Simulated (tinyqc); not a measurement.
Inside a calculation. Method: tight binding, dimerised chain. One step of it, computed by the program tinyqc.

Problem. Open chain of 5 cells. The same hoppings without the wrap-around bond.

H of the open chain (eV), lower triangle:
```
            1          2          3          4          5          6          7          8
1    0.000000
2   -2.380000   0.000000
3    0.000000  -2.200000   0.000000
4    0.000000   0.000000  -2.380000   0.000000
5    0.000000   0.000000   0.000000  -2.200000   0.000000
6    0.000000   0.000000   0.000000   0.000000  -2.380000   0.000000
7    0.000000   0.000000   0.000000   0.000000   0.000000  -2.200000   0.000000
8    0.000000   0.000000   0.000000   0.000000   0.000000   0.000000  -2.380000   0.000000
9    0.000000   0.000000   0.000000   0.000000   0.000000   0.000000   0.000000  -2.200000
10   0.000000   0.000000   0.000000   0.000000   0.000000   0.000000   0.000000   0.000000

            9        10
9    0.000000
10  -2.380000  0.000000
```

Give: levels; weights of the highest filled level on the sites.

Solution.

levels (eV): -4.3961  -3.8598  -3.0164  -1.9413  -0.7685  0.7685  1.9413  3.0164  3.8598  4.3961

weights of the highest filled level on the sites: 0.1606  0.0167  0.1508  0.0600  0.1119  0.1119  0.0600  0.1508  0.0167  0.1606

The bulk gap runs from -0.1800 to 0.1800 eV; no level of this chain lies inside it.
